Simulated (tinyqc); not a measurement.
# MOSFET in saturation, small-signal circuit and noise: what changes with what

Bias by the inversion coefficient IC = I/Ispec (charge-based model with velocity saturation; weak inversion below 0.1, strong above 10). Common-source circuit: gm, gds, Cgs, Cgd and Cj at the inner nodes, Rg in series with the gate; quasi-static, no source or drain resistance, no gate-body capacitance, no substrate network, no induced gate noise, so fmax is an upper estimate.

Inputs (values chosen for the exercise):
- T = 273 K (temperature)
- L = 350 nm (gate length)
- W = 5 um (total gate width)
- Cox = 1.57 uF/cm^2 (gate capacitance)
- mu = 220 cm^2/(V s) (mobility)
- n = 1.21 (slope factor)
- Ls = 10 nm (velocity-saturation length)
- sg = 0.0071 (ratio gds/gm)
- Cov = 0.38 fF/um (overlap and fringe capacitance per side)
- Cj = 0.52 fF/um (drain junction capacitance)
- Rsh = 15 ohm (sheet resistance of the gate)
- Wf = 4 um (finger width)
- Rc = 300 ohm um (gate contact and vertical resistance)
- IC = 0.05 (inversion coefficient)
- gw = 0.11 (short-channel excess of the noise factor)
- Nt = 1.9e17 cm^-3 eV^-1 (oxide trap density)
- lt = 0.1 nm (tunnelling length into the oxide)
- ac = 0 V s/C (Coulomb scattering coefficient)

Constants: q = 1.602176634e-19 C, kB = 1.380649e-23 J/K, Vt = kB T/q. Results are converted to the units shown.

Each table varies one quantity; the others keep the values above.

## Effect of the finger width on speed and noise

Ispec = 2 n mu Cox (W/L) Vt^2, lc = Ls/L, gms = [sqrt((lc IC + 1)^2 + 4 IC) - 1]/[2 + lc (lc IC + 1)], gm = gms Ispec/(n Vt), gds = sg gm. qs = [sqrt(1 + 4 IC) - 1]/2, Cgs = Cox W L qs (2 qs + 3)/(3 (qs + 1)^2) + Cov W, Cgd = Cov W, Cd = Cj W, Rg = Rsh (Wf/L)/(12 Nf) + Rc/W with Nf = W/Wf fingers (not rounded) contacted at both ends. fT = gm/(2 pi (Cgs + Cgd)), fmax = fT/(2 sqrt(Rg (gds + 2 pi fT Cgd))). Channel noise Sid = 4 kB T gam n gm with gam = (1/2 + (2/3) qs)/(1 + qs) + gw lc IC, qs = [sqrt(1 + 4 IC) - 1]/2, lc = Ls/L (the last term an empirical rise with velocity saturation); at the gate, white noise Sw = Sid/gm^2 + 4 kB T Rg. Number fluctuation with correlated mobility: S(f) = K/f, K = q^2 Vt lt Nt/(W L Cox^2) (1 + ac mu Cox I/gm)^2, Vt in eV with Nt per eV. Corner fc = K/Sw. IC is held fixed.

The same in every row: I (uA) = 0.3304; fT (GHz) = 0.3502.

Effect of the finger width on speed and noise:

| Wf (um) | Rg (ohm) | fmax (GHz) | sqrt(Sw) (nV/Hz^0.5) | fc (MHz) |
|---|---|---|---|---|
| 0.25 | 60.04 | 10.95 | 28.94 | 0.03176 |
| 0.5 | 60.18 | 10.94 | 28.94 | 0.03176 |
| 1 | 60.71 | 10.89 | 28.94 | 0.03176 |
| 2 | 62.86 | 10.70 | 28.94 | 0.03176 |
| 4 | 71.43 | 10.04 | 28.94 | 0.03176 |
| 8 | 105.7 | 8.251 | 28.95 | 0.03174 |

As Wf goes from 0.25 to 8 um, fT stays at 0.350 GHz, fmax falls from 10.9 to 8.25 GHz, the white noise stays near 28.9 nV/Hz^0.5 and the corner stays near 0.0318 MHz. The finger width leaves fT alone and acts through Rg, whose sheet part goes as Wf^2. In every row fmax exceeds 4 fT, where channel resistance and substrate losses, left out here, would cap it.

## Effect of the gate length on speed and noise

Same model as above.

Corner fc = K/Sw. IC is held fixed, and so is sg.

Effect of the gate length on speed and noise:

| L (nm) | I (uA) | Rg (ohm) | fT (GHz) | fmax (GHz) | sqrt(Sw) (nV/Hz^0.5) | fc (MHz) |
|---|---|---|---|---|---|---|
| 20 | 5.783 | 260.0 | 7.867 | 24.99 | 7.251 | 8.853 |
| 32 | 3.614 | 185.0 | 4.891 | 23.36 | 8.948 | 3.634 |
| 50 | 2.313 | 140.0 | 3.090 | 21.34 | 11.06 | 1.522 |
| 79 | 1.464 | 110.6 | 1.910 | 18.87 | 13.83 | 0.6166 |
| 130 | 0.8896 | 90.77 | 1.113 | 15.90 | 17.68 | 0.2291 |
| 200 | 0.5783 | 80.00 | 0.6843 | 13.27 | 21.90 | 0.09706 |
| 320 | 0.3614 | 72.50 | 0.3912 | 10.53 | 27.68 | 0.03798 |
| 500 | 0.2313 | 68.00 | 0.2219 | 8.182 | 34.58 | 0.01557 |

As L goes from 20 to 500 nm, fT falls from 7.87 to 0.222 GHz, fmax falls from 25.0 to 8.18 GHz, the white noise rises from 7.25 to 34.6 nV/Hz^0.5 and the corner falls from 8.85 to 0.0156 MHz. fT goes as L^(-1.01) between the first two rows and L^(-1.27) between the last two; with no overlap and no velocity saturation it would go as 1/L^2. For L = 32 to 500 nm fmax exceeds 4 fT, where channel resistance and substrate losses, left out here, would cap it.

## Effect of the total gate width on speed and noise

Same model as above.

Corner fc = K/Sw. IC is held fixed.

The same in every row: fT (GHz) = 0.3502; fmax (GHz) = 10.04; fc (MHz) = 0.03176.

Result of one run:

| W (um) | I (uA) | Rg (ohm) | sqrt(Sw) (nV/Hz^0.5) |
|---|---|---|---|
| 2 | 0.1322 | 178.6 | 45.76 |

What becomes of these results when the total gate width W is changed from 2 to 20 um, all else the same?

Result of the changed run:

| W (um) | I (uA) | Rg (ohm) | sqrt(Sw) (nV/Hz^0.5) |
|---|---|---|---|
| 20 | 1.322 | 17.86 | 14.47 |

The whole series:

| W (um) | I (uA) | Rg (ohm) | sqrt(Sw) (nV/Hz^0.5) |
|---|---|---|---|
| 2 | 0.1322 | 178.6 | 45.76 |
| 4.3 | 0.2842 | 83.06 | 31.21 |
| 9.3 | 0.6146 | 38.40 | 21.22 |
| 20 | 1.322 | 17.86 | 14.47 |
| 43 | 2.842 | 8.306 | 9.869 |
| 93 | 6.146 | 3.840 | 6.711 |
| 200 | 13.22 | 1.786 | 4.576 |

As W goes from 2 to 200 um, fT stays at 0.350 GHz, fmax stays at 10.0 GHz, the white noise falls from 45.8 to 4.58 nV/Hz^0.5 and the corner stays at 0.0318 MHz. Current, gm and capacitances scale with W and Rg with 1/W, so the frequencies stay while both noise powers fall as 1/W. In every row fmax exceeds 4 fT, where channel resistance and substrate losses, left out here, would cap it.

## Gains against frequency

Inner admittances at w = 2 pi f: y11 = i w (Cgs + Cgd), y12 = -i w Cgd, y21 = gm - i w Cgd, y22 = gds + i w (Cgd + Cd). Invert to Z, add Rg to Z11 and invert back to Y. |h21| = |Y21/Y11|; U = |Y21 - Y12|^2/(4 [Re Y11 Re Y22 - Re Y12 Re Y21]). MSG = |Y21/Y12|; stability factor k = [2 Re Y11 Re Y22 - Re(Y12 Y21)]/|Y12 Y21|.

The same in every row: f sqrt(U) (GHz) = 10.04.

Result of one run:

| f (GHz) | \|h21\| (dB) | U (dB) | MSG (dB) | k |
|---|---|---|---|---|
| 0.012 | 29.30 | 58.45 | 18.88 | 0.01299 |

What becomes of these results when the signal frequency f is changed from 0.012 to 0.0065 GHz, all else the same?

Result of the changed run:

| f (GHz) | \|h21\| (dB) | U (dB) | MSG (dB) | k |
|---|---|---|---|---|
| 0.0065 | 34.63 | 63.77 | 21.54 | 0.007038 |

The whole series:

| f (GHz) | \|h21\| (dB) | U (dB) | MSG (dB) | k |
|---|---|---|---|---|
| 0.0035 | 40.00 | 69.15 | 24.23 | 0.003790 |
| 0.0065 | 34.63 | 63.77 | 21.54 | 0.007038 |
| 0.012 | 29.30 | 58.45 | 18.88 | 0.01299 |
| 0.023 | 23.65 | 52.80 | 16.06 | 0.02490 |
| 0.043 | 18.23 | 47.36 | 13.34 | 0.04651 |
| 0.08 | 12.86 | 41.97 | 10.66 | 0.08630 |
| 0.15 | 7.476 | 36.51 | 7.968 | 0.1603 |
| 0.28 | 2.321 | 31.09 | 5.391 | 0.2902 |

Over the table |h21| falls by 19.8 dB a decade, U by 20.0 and MSG by 9.90. The product f sqrt(U) stays at 10.0 GHz, against fmax = 10.0 GHz from the formula. k stays below one in all rows, so the device is only conditionally stable. In every row fmax exceeds 4 fT, where channel resistance and substrate losses, left out here, would cap it.

Computed by the program tinyqc: `OMP_NUM_THREADS=1 python tinyqc.py 2150010 2150011 out.jsonl`, one thread of a shared Intel Xeon 2.30GHz, about 0.01 s for the whole run.
